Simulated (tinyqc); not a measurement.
Polytypes and stacking faults of a tetrahedral semiconductor in an axial Ising model with couplings up to third neighbours. From sheet density back to temperature T. Computed by tinyqc, a small Python program. Command: `OMP_NUM_THREADS=1 python tinyqc.py 3029661 3029662 out.jsonl polytype inv`. One thread of a shared host (Intel(R) Xeon(R) Processor @ 2.30GHz), about 0.03 s of CPU time with the checks.

Each double layer has s = +1 or -1 for the sense of its stacking step; E per pair of atoms = E0 - sum_n J_n <s_i s_(i+n)>, n = 1, 2, 3. Hexagonality h = (1 - <s_i s_(i+1)>)/2.

Inputs (values chosen for the exercise, of the order of those of silicon for J, a, G and the gaps):
```
quantity,value,unit
J1,10.6,meV/pair
J2,-0.754,meV/pair
J3,-0.51,meV/pair
basal lattice constant a,3.84,angstrom
binding energy of the fault level E_b,0.11,eV
in-plane mass m,0.37,m0
effective density of states N_c at 300 K,3.8e+19,1/cm^3
electron density n,2.3e+15,1/cm^3
```

Host polytype: 3C.

fault coefficients k_n:
```
,J1,J2,J3
intrinsic,4,4,4
extrinsic,4,8,8
twin boundary,2,4,6
```

Constants: 1 eV/angstrom^2 = 16.02176634 J/m^2; m_0 = 9.1093837015e-31 kg; hbar = 1.054571817e-34 J s; k_B = 1.380649e-23 J/K; k_B = 8.617333262e-05 eV/K.

Method:
- Faults in 3C: the sequences intrinsic (-), extrinsic (--), twin boundary (+ turns to -) are put between perfect repeats; k_n = (layers x C_n of the host) - sum_i s_i s_(i+n). gamma = sum k_n J_n/A, A = (sqrt 3/2) a^2; 1 meV/angstrom^2 = 16.02177 mJ/m^2.
- The fault binds electrons in a two-dimensional band E_b below the conduction edge, g2 = m m0/(pi hbar^2) for one valley. With the Fermi level held by the bulk, eta = ln[n/N_c(T)], N_c(T) = N_c (T/300)^1.5, the grand potential falls by g2 (k_B T)^2 F1(x), x = eta + E_b/(k_B T), F1(x) = integral from 0 to infinity of ln(1 + exp(x - t)) dt; sheet density g2 k_B T ln(1 + e^x). Band bending by the trapped charge is left out, so the gain is an upper bound.
- Net fault energy = gamma of the intrinsic fault less the electronic gain.

Question. A run gave the result below. Find the temperature T, known to lie between 240 and 460 K.

sheet density = 7.371889e+09 1/cm^2

Answer.

Each step takes the trial c = (a f_b - b f_a)/(f_b - f_a), f being the result less the target and a, b, c the logarithms of the listed values; c replaces end b, the old b replaces a if the sign of f changed, and otherwise f_a is halved.

Scan of the range:
```
temperature T (K),sheet density (1/cm^2)
240,5.47228e+10
267,3.04296e+10
298,1.75529e+10
332,1.07351e+10
370,6.85500e+09
413,4.53167e+09
460,3.13164e+09
```

False position (Illinois rule, in the logarithm of the input) inside the bracket:
```
step,end a,end b,trial,sheet density (1/cm^2)
1,332.000,370.000,364.697,7.25950e+09
2,332.000,364.697,362.557,7.43270e+09
3,364.697,362.557,363.307,7.37132e+09
4,362.557,363.307,363.300,7.37189e+09
5,362.557,363.300,363.300,7.37189e+09
6,363.300,363.300,363.300,7.37189e+09
```

Sheet density falls at every point of a 13-point scan of the range (every second point is shown), so one value fits; it is bracketed by 332 and 370. Answer: temperature T = 363.3 K.
